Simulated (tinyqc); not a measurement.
Free and trapped electrons in a MOS channel with a dense trap tail: effect of the density of the tail at the conduction edge.

p-type body, charge-sheet picture, full ionisation (an idealisation for deep acceptors), Boltzmann statistics for free electrons. e = Ec - EF at the surface. Acceptor-like traps of density D(E) = D0 + De exp(-E/Ew) at depth E below Ec, from 0 to Eu, hold n_t = integral of D(E)/(1 + exp((e - E)/Vt)). psi = Eg - Vt ln(Nv/Na) - e; N_dep = sqrt(2 eps0 eps_r Na (psi - Vt)/q); n_f = sqrt(N_dep^2 + 2 eps0 eps_r Vt Nc exp(-e/Vt)/q) - N_dep; Vg = Vfb + psi + q (N_dep + n_t + n_f)/Cox, Cox = eps0 eox/tox.

VT is the Vg for n_f = 1e11 cm^-2; swing ln 10 n_f/(dn_f/dVg) at n_f = 1e8 cm^-2; the last three columns are for Vg = VT + 2.4 V, with free share n_f/(n_f + n_t) and field-effect mobility mf q (dn_f/dVg)/Cox; there EF is near the band edge, where Boltzmann statistics are rough.

Inputs (values chosen for the exercise); band and dielectric values close to those of silicon:

| symbol | value | unit | meaning |
|---|---|---|---|
| T | 300 | K | temperature |
| Eg | 1.12 | eV | band gap |
| eps_r | 11.8 |  | relative permittivity |
| Nc | 2.83e19 | cm^-3 | conduction-band density of states at T |
| Nv | 2.67e19 | cm^-3 | valence-band density of states at T |
| eox | 3.9 |  | relative permittivity of the insulator |
| tox | 30 | nm | insulator thickness |
| Na | 3.5e15 | cm^-3 | acceptor density |
| Vfb | -0.73 | V | flat-band voltage without trapped charge |
| D0 | 1.5e11 | cm^-2 eV^-1 | constant background density of acceptor-like traps |
| Ew | 0.05 | eV | decay energy of the tail |
| Eu | 0.89 | eV | depth below Ec down to which the traps reach |
| mf | 230 | cm^2/(V s) | mobility of free electrons |

Constants: q = 1.602176634e-19 C, kB = 1.380649e-23 J/K, Vt = kB T/q, eps0 = 8.8541878128e-14 F/cm where lengths are in cm. Results are converted to the units shown.

Result of one run:

| De (cm^-2 eV^-1) | e at VT (eV) | VT (V) | q n_t/Cox at VT (V) | swing (mV/decade) | n_f (cm^-2) | free share (%) | field-effect mobility (cm^2/(V s)) |
|---|---|---|---|---|---|---|---|
| 4e13 | 0.1377 | 0.8446 | 0.4309 | 94.51 | 1.020e12 | 49.53 | 142.3 |

What becomes of these results when the density of the tail at the conduction edge De is changed from 4e13 to 5e12 cm^-2 eV^-1, all else the same?

Result of the changed run:

| De (cm^-2 eV^-1) | e at VT (eV) | VT (V) | q n_t/Cox at VT (V) | swing (mV/decade) | n_f (cm^-2) | free share (%) | field-effect mobility (cm^2/(V s)) |
|---|---|---|---|---|---|---|---|
| 5e12 | 0.1377 | 0.6050 | 0.1913 | 87.47 | 1.593e12 | 85.18 | 213.2 |

The whole series:

| De (cm^-2 eV^-1) | e at VT (eV) | VT (V) | q n_t/Cox at VT (V) | swing (mV/decade) | n_f (cm^-2) | free share (%) | field-effect mobility (cm^2/(V s)) |
|---|---|---|---|---|---|---|---|
| 1e12 | 0.1377 | 0.5776 | 0.1639 | 86.66 | 1.689e12 | 91.39 | 222.0 |
| 2e12 | 0.1377 | 0.5844 | 0.1707 | 86.86 | 1.664e12 | 89.78 | 219.8 |
| 5e12 | 0.1377 | 0.6050 | 0.1913 | 87.47 | 1.593e12 | 85.18 | 213.2 |
| 1e13 | 0.1377 | 0.6392 | 0.2255 | 88.47 | 1.483e12 | 78.17 | 202.0 |
| 2e13 | 0.1377 | 0.7077 | 0.2940 | 90.48 | 1.295e12 | 66.36 | 180.0 |
| 4e13 | 0.1377 | 0.8446 | 0.4309 | 94.51 | 1.020e12 | 49.53 | 142.3 |
| 9e13 | 0.1377 | 1.187 | 0.7733 | 104.6 | 6.597e11 | 28.42 | 86.60 |
| 2e14 | 0.1377 | 1.940 | 1.527 | 126.7 | 3.880e11 | 13.47 | 43.42 |

As De goes from 1e12 to 2e14, VT rises from 0.578 to 1.94 V, its part due to traps rises from 0.164 to 1.53 V, the swing rises from 86.7 to 127 mV/decade and the field-effect mobility falls from 222 to 43.4 cm^2/(V s).

Program tinyqc, `OMP_NUM_THREADS=1 python tinyqc.py 2222190 2222191 out.jsonl`; Intel Xeon 2.30GHz, shared host, one thread, about 0.02 s.
